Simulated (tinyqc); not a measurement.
Weakening the contact bond: metal-induced gap states at the contact of a metal chain and a two-band chain.

The semiconductor alternates sites A at -Eg/2 and C at +Eg/2 with hopping -t; the gap runs from -Eg/2 to Eg/2. In the gap cosh(q a) = 1 + (Eg^2/4 - E^2)/(2 t^2) and the amplitude changes by -exp(-q a) a period. The metal has site energy 0 and hopping -tm; its end site has g_m = (E - i sqrt(4 tm^2 - E^2))/(2 tm^2). Sites 1, 2, ... count into the semiconductor, with energies e1, e2 alternating. The clean half chain has g1 = 1/(E - e1 - t^2 g2), g2 = 1/(E - e2 - t^2 g1), decaying root. With the contact G11 = 1/(1/g1 - tc^2 g_m), and the density on site j is -Im G_jj/pi = |psi_j/psi_1|^2 (-Im G11/pi), per spin, with psi_2/psi_1 = -t g2, psi_3/psi_2 = -t g1.

Constants: e^2/(4 pi eps0) = 14.39964547 eV angstrom.

Parameters, chosen for this exercise (gap and optical dielectric constant near those of GaN; the chain itself is a model; not measured data):
- Eg = 3.47 eV (gap)
- t = 2.43 eV (hopping in the semiconductor)
- tm = 1.85 eV (hopping in the metal)
- end = C (site that touches the metal)
- a = 3.19 angstrom (period (two sites); one chain for each area a^2)
- eps = 5.4 (dielectric constant)
- E = 0.32 eV (energy from mid-gap)

At the given E, tc is varied, as by a thin spacer. xi = 1/(2q), N = 2 (summed density)/a^2, S = 1/(1 + 4 pi e^2 N xi/eps) with xi and eps kept.

Against tc:
```
tc (eV)  D1 (1/eV)  summed density (1/eV)       S
0.10       0.00021                0.00038  0.9942
0.25       0.00132                0.00238  0.9649
0.50       0.00524                0.00944  0.8740
0.80       0.01309                0.02357  0.7354
1.20       0.02719                0.04896  0.5723
1.80       0.04621                0.08321  0.4405
2.50       0.05062                0.09115  0.4181
3.50       0.03804                0.06851  0.4888
```

How do the results move, and what explains it?

For a weak bond the density goes as tc^2 (ratio 6.24 between 0.25 and 0.1 eV, against 6.25). It is largest at tc = 2.5 eV among these rows and falls beyond, as the first site pairs off with the metal. S is 0.994 at 0.1 eV and has its least value, 0.418, in that row.

(tinyqc, `OMP_NUM_THREADS=1 python tinyqc.py 1481304 1481305 out.jsonl`, Intel(R) Xeon(R) Processor @ 2.30GHz, 1 thread, shared host, about 0.01 s.)
